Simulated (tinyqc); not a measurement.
Gain against electron density: polytypes and stacking faults of a tetrahedral semiconductor in an axial Ising model with couplings up to third neighbours. Computed by tinyqc, a small Python program. Command: `OMP_NUM_THREADS=1 python tinyqc.py 3031420 3031421 out.jsonl polytype walk`. One thread of a shared host (Intel(R) Xeon(R) Processor @ 2.30GHz), about 0.01 s of CPU time with the checks.

Each double layer has s = +1 or -1 for the sense of its stacking step; E per pair of atoms = E0 - sum_n J_n <s_i s_(i+n)>, n = 1, 2, 3. Hexagonality h = (1 - <s_i s_(i+1)>)/2.

Inputs (values chosen for the exercise, of the order of those of GaN for J, a, G and the gaps):
```
quantity                                    value      unit
J1                                           -5.6  meV/pair
J2                                         -0.438  meV/pair
J3                                           0.14  meV/pair
basal lattice constant a                     3.19  angstrom
binding energy of the fault level E_b       0.033        eV
in-plane mass m                              0.28        m0
effective density of states N_c at 300 K  2.5e+19    1/cm^3
temperature T                                 850         K
```

Host polytype: 2H.

Constants: 1 eV/angstrom^2 = 16.02176634 J/m^2; m_0 = 9.1093837015e-31 kg; hbar = 1.054571817e-34 J s; k_B = 1.380649e-23 J/K; k_B = 8.617333262e-05 eV/K.

Method. Faults in 2H: the sequences I1 (+), I2 (++), E (+++) are put between perfect repeats; k_n = (layers x C_n of the host) - sum_i s_i s_(i+n). gamma = sum k_n J_n/A, A = (sqrt 3/2) a^2; 1 meV/angstrom^2 = 16.02177 mJ/m^2. The fault binds electrons in a two-dimensional band E_b below the conduction edge, g2 = m m0/(pi hbar^2) for one valley. With the Fermi level held by the bulk, eta = ln[n/N_c(T)], N_c(T) = N_c (T/300)^1.5, the grand potential falls by g2 (k_B T)^2 F1(x), x = eta + E_b/(k_B T), F1(x) = integral from 0 to infinity of ln(1 + exp(x - t)) dt; sheet density g2 k_B T ln(1 + e^x). Band bending by the trapped charge is left out, so the gain is an upper bound.

fault coefficients k_n:
```
    J1  J2  J3
I1  -2   4  -6
I2  -4   4  -4
E   -6   4  -6
```

energy of the glide fault, I2 = 36.5204 mJ/m^2

At T:
```
n (1/cm^3)        x  sheet density (1/cm^2)  gain (mJ/m^2)  gain/gamma  gain/gamma at T + 200 K
1.00e+14    -13.541              1.1275e+07     1.3232e-06  3.6232e-08               3.6958e-08
1.00e+15    -11.238              1.1275e+08     1.3232e-05  3.6232e-07               3.6958e-07
1.00e+16     -8.936              1.1274e+09     1.3232e-04  3.6231e-06               3.6957e-06
1.00e+17     -6.633              1.1268e+10     1.3228e-03  3.6220e-05               3.6950e-05
1.00e+18     -4.331              1.1202e+11     1.3189e-02  3.6113e-04               3.6877e-04
5.00e+18     -2.721              5.4598e+11     6.5102e-02  1.7826e-03               1.8280e-03
2.00e+19     -1.335              2.0018e+12     2.4900e-01  6.8182e-03               7.0896e-03
```

What does the comparison show, and why?

For x well below 0 the gain is k_B T times the sheet density and linear in n; for x well above 0 the well fills and the gain grows only about as x^2. It stays below the fault energy in all rows; 200 K more changes it by a factor 1.0 at 1e16.
